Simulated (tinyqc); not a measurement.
Potential step from the flux.

Question. On one interval J = (q mu Vt/hx) [nb B(d) - na B(-d)], B(d) = d/(exp(d) - 1), d = (psi_b - psi_a)/Vt. Find psi_b - psi_a, and the step at which J would vanish.

Inputs (values chosen for the exercise): temperature T = 300 K; electron mobility mu = 1360 cm^2/(V s); density at the left node na = 5.8e15 cm^-3; density at the right node nb = 4.7e13 cm^-3; node spacing hx = 7.5 nm.

Constants: q = 1.602176634e-19 C, kB = 1.380649e-23 J/K, Vt = kB T/q. Results are converted to the units shown.

J = -27722.969 A/cm^2

Solution. B(d) falls and B(-d) rises with d, so J falls steadily with the step and one value matches. J = 0 needs nb/na = exp(d), the Boltzmann ratio.

psi_b - psi_a = -0.0210 V
step for J = 0 = -0.124 V

tinyqc, about 0.01 s, one thread, Intel Xeon 2.30GHz (shared host): `OMP_NUM_THREADS=1 python tinyqc.py 2220052 2220053 out.jsonl`
